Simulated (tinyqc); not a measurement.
# Length offset and series resistance from crossing lines

Problem. R_total = Rs + k (L - dL)/Vo with constant Rs, dL and k. Find k, dL and Rs.

R_total at (L, Vo) = (40, 0.34), (120, 0.34), (40, 0.9) and (120, 0.9), L in nm and Vo in V (ohm um): 526.94118  1491.6471  304.84444  669.28889

Solution. At each overdrive R is a straight line in L with slope k/Vo; the two lines cross at L = dL, R = Rs.

k = 4.100 ohm um V/nm
dL = 10.40 nm
Rs = 170.0 ohm um

tinyqc, about 0.03 s, one thread, Intel Xeon 2.30GHz (shared host): `OMP_NUM_THREADS=1 python tinyqc.py 2282137 2282138 out.jsonl`
